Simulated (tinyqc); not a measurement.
Inside a calculation. Model: inversion-layer mobility, back-scattering and ballistic limit of a field-effect transistor. Computed by tinyqc, a small Python program that keeps every step. Command: `OMP_NUM_THREADS=1 python tinyqc.py 3023537 3023538 out.jsonl mos walk`. One thread of a shared host (Intel(R) Xeon(R) Processor @ 2.30GHz), about 0.01 s of CPU time with the checks. Intermediate numbers are printed to about 5 digits and carried at full precision; extremes and crossings named in words are read from the listed rows.

The charge at the top of the source barrier is fixed by the gate; series resistance and short-channel effects are left out. F_j are Fermi integrals normalised to exp(eta) in the classical limit.

Inputs (values chosen for the exercise, modelled on a 4H-SiC n-channel):
```
quantity                                       value        unit
transport mass m                                0.31         m_0
valley degeneracy g_v                              3           -
weight w of the inversion charge                 0.5           -
permittivity eps                                 9.7           -
phonon mobility at 1 MV/cm and 300 K, mu_ph       83  cm^2/(V s)
roughness mobility at 1 MV/cm, mu_sr              63  cm^2/(V s)
Coulomb mobility at N_inv = 1e12/cm^2, mu_C       21  cm^2/(V s)
electrical oxide thickness t_inv                 1.1          nm
depletion charge N_dep                       4.4e+11      1/cm^2
gate overdrive V_G - V_T                         0.3           V
drain voltage V_D                               0.05           V
channel length L                                 200          nm
exponent a of the critical length               0.69           -
temperature T                                    200           K
```

Statistics at the top of the barrier: Fermi-Dirac.

Constants: eps_0 = 8.8541878128e-12 F/m; e = 1.602176634e-19 C; m_0 = 9.1093837015e-31 kg; k_B = 1.380649e-23 J/K; hbar = 1.054571817e-34 J s; k_B = 8.617333262e-05 eV/K.

## Charge and field

N_inv = 3.9 eps_0 (V_G - V_T)/(e t_inv); effective field E_eff = e (N_dep + w N_inv)/(eps eps_0).

inversion density N_inv = 5.8780e+12 1/cm^2

effective field E_eff = 0.63035 MV/cm

## Effective mobility

mu_phonon = mu_ph (E_eff/1 MV/cm)^(-0.3) (T/300 K)^(-1.75); mu_rough = mu_sr (E_eff/1 MV/cm)^(-2); mu_Coulomb = mu_C (N_inv/1e12 cm^-2) (T/300 K); Matthiessen's rule adds 1/mu.

phonon part = 193.80 cm^2/(V s)

roughness part = 158.56 cm^2/(V s)

Coulomb part = 82.292 cm^2/(V s)

effective mobility mu = 42.340 cm^2/(V s)

The Coulomb part is the lowest and holds 51 % of 1/mu.

## Ballistic limit

F_j(eta) = (1/Gamma(j + 1)) int_0^infinity x^j/(1 + exp(x - eta)) dx, F_0 = ln(1 + exp(eta)). Integrals over x = E/(k_B T) use 160 Gauss-Legendre points in u = sqrt(x) from 0 to sqrt(max(eta, 0) + 32). Ballistic channel: N_2D = g_v m k_B T/(pi hbar^2), U = e V_D/(k_B T); eta_F solves N_inv = (N_2D/2)[F_0(eta_F) + F_0(eta_F - U)]; v_T = sqrt(2 k_B T/(pi m)); I/W = e (N_2D/2) v_T [F_1/2(eta_F) - F_1/2(eta_F - U)]; injection velocity v_T F_1/2(eta_F)/F_0(eta_F).

N_2D = 6.6955e+12 1/cm^2

eta_F = 1.3324

thermal velocity v_T = 0.78899 1e7 cm/s

injection velocity = 0.97792 1e7 cm/s

ballistic current I/W = 739.40 microampere/micrometre

Degeneracy raises the injection velocity by a factor 1.24.

## Back-scattering

Mean free path lambda = (2 k_B T/e)(mu/v_T) F_0(eta_0)/F_-1/2(eta_0), with eta_0 from N_inv = N_2D F_0(eta_0); critical length l = L (1 + U)^(-a), an empirical rule; back-scattering r = l/(l + lambda). Then eta solves N_inv = (N_2D/2)[(1 + r) F_0(eta) + (1 - r) F_0(eta - U)] and I/W = e (N_2D/2) v_T (1 - r)[F_1/2(eta) - F_1/2(eta - U)]. Ballistic ratio: I over the ballistic current. Apparent mobility 1/(1/mu + 1/mu_B), mu_B = mu L/lambda.

eta_0 = 0.34065

mean free path lambda = 2.1925 nm

critical length l = 78.182 nm

back-scattering coefficient r = 0.97272

current I/W = 10.753 microampere/micrometre

ballistic ratio = 0.014542

apparent low-field mobility = 41.880 cm^2/(V s)

L/lambda = 91.22, but at this drain voltage only the first 78.2 nm can return a carrier to the source, so the device works at 1 % of its ballistic limit.

## Channel length

The last column is the long-channel law e N_inv mu V/L with V = V_D - V_D^2/(2 V_ov) below pinch-off and V_ov/2 above, V_ov = V_G - V_T.

Currents (microampere/micrometre):
```
L (nm)        r     I/W  ballistic ratio  long-channel law
5       0.47131  277.45          0.37523            365.51
10      0.64066  169.84          0.22970            182.76
20      0.78098   95.54          0.12921             91.38
40      0.87702   50.93          0.06888             45.69
80      0.93448   26.33          0.03561             22.84
160     0.96613   13.39          0.01812             11.42
400     0.98617    5.41          0.00732              4.57
1000    0.99442    2.17          0.00294              1.83
```

The current scales as L^-1.00 at the long end and as L^-0.71 at the short end, where it reaches 38 % of the ballistic 739. At 1000 nm the model gives 1.19 times the long-channel law; the rule for l is a fit for short devices and fails wherever the model exceeds that law. Raising mu by 10 % at 20 nm raises I by 8.6 %.

## The mobility curve

The formulas are those given above.

Mobilities (cm^2/(V s)):
```
V_G - V_T (V)  N_inv (1/cm^2)  E_eff (MV/cm)  phonon   roughness  Coulomb   total
0.03               5.8780e+11         0.1369  306.41  3.3611e+03     8.23   7.995
0.06               1.1756e+12         0.1917  276.97  1.7137e+03    16.46  15.396
0.12               2.3512e+12         0.3014  241.82  6.9357e+02    32.92  27.811
0.20               3.9187e+12         0.4476  214.77  3.1447e+02    54.86  38.367
0.35               6.8577e+12         0.7217  186.09  1.2095e+02    96.01  41.567
0.50               9.7967e+12         0.9959  168.96  6.3525e+01   137.15  34.541
0.75               1.4695e+13         1.4527  150.86  2.9851e+01   205.73  22.228
1.00               1.9593e+13         1.9096  138.98  1.7276e+01   274.31  14.551
1.50               2.9390e+13         2.8234  123.60  7.9030e+00   411.46   7.296
```

The lowest part is Coulomb from 0.0300 to 0.350, roughness from 0.500 to 1.50 V. The total peaks at 42 near E_eff = 0.72 MV/cm: screening lifts it at low density and the field presses it down at high density.

Checks made by the program: long channel and small V_D against the drift formula e N mu V_D/L (relative difference 2e-04).
